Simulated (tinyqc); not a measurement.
Square on-chip spiral inductor, lumped pi model: quality factor against frequency.

Outer diameter do = di + 2 n wd + 2 (n - 1) sp, mean da = (do + di)/2, fill p = (do - di)/(do + di), length l = 4 n da. L = 2.34 mu0 n^2 da/(1 + 2.75 p), mu0 = 4 pi 1e-7 H/m. Rs = rho l/(wd delta (1 - exp(-th/delta))), delta = sqrt(rho/(pi f mu0)). Cs = n wd^2 eps0 eo/hu across the coil. At each end Cox = l wd eps0 eo/(2 ho) leads to the substrate branch Rsi = 2 rs he/(l wd) in parallel with Csi = l wd eps0 11.7/(2 he). With one end grounded Y = 1/(Rs + i w L) + i w Cs + 1/[1/(i w Cox) + 1/(1/Rsi + i w Csi)], w = 2 pi f; Q = -Im Y/Re Y. Eddy currents in neighbouring turns and in the substrate are left out.

Apparent inductance Im(1/Y)/w; share of the loss Re(substrate branch)/Re Y.

Inputs (values chosen for the exercise); values of the order met in silicon radio-frequency processes: number of turns n = 6.5; line width wd = 4 um; space between turns sp = 2 um; inner diameter di = 140 um; metal thickness th = 3 um; metal resistivity rho = 2.2 uohm cm; oxide below the coil ho = 6.8 um; oxide between coil and underpass hu = 1.4 um; relative permittivity of the oxide eo = 3; substrate resistivity rs = 20 ohm cm; effective spreading depth in the substrate he = 50 um.

Constants: eps0 = 8.8541878128e-12 F/m. Results are converted to the units shown.

Quality factor against frequency:

| f (GHz) | Rs (ohm) | w L/Rs | Q | apparent inductance (nH) | loss in the substrate (%) |
|---|---|---|---|---|---|
| 0.18 | 10.915 | 1.4468 | 1.4453 | 13.968 | 0.0060373 |
| 0.29 | 11.651 | 2.1838 | 2.1785 | 13.981 | 0.030963 |
| 0.48 | 12.689 | 3.3187 | 3.2954 | 14.019 | 0.18825 |
| 0.78 | 14.039 | 4.8743 | 4.7614 | 14.114 | 1.0683 |
| 1.3 | 15.976 | 7.1388 | 6.5038 | 14.364 | 5.9100 |
| 2.1 | 18.466 | 9.9774 | 7.2422 | 14.897 | 21.866 |
| 3.4 | 21.870 | 13.639 | 5.8092 | 16.034 | 49.911 |
| 5.6 | 26.692 | 18.406 | 3.1783 | 18.888 | 74.406 |
| 9.1 | 33.059 | 24.150 | 0.77150 | 20.443 | 87.486 |

Read the table: what changes, and by how much?

Q goes from 1.45 through a maximum of 7.24 (at f = 2.1 GHz among the rows listed) to 0.771; the exact peak is 7.26 at 1.99 GHz and Q reaches zero at the self-resonance, 10.7 GHz. The share of the substrate rises from 0.00604 to 87.5 %, and the apparent inductance ends at 1.46 times L. At the peak the substrate takes 19.2 % of the loss. For f = 9.1 the coil is longer than 0.15 of a wavelength in the oxide, where one lumped section is rough.

Program tinyqc, `OMP_NUM_THREADS=1 python tinyqc.py 2302035 2302036 out.jsonl`; Intel Xeon 2.30GHz, shared host, one thread, about 0.01 s.
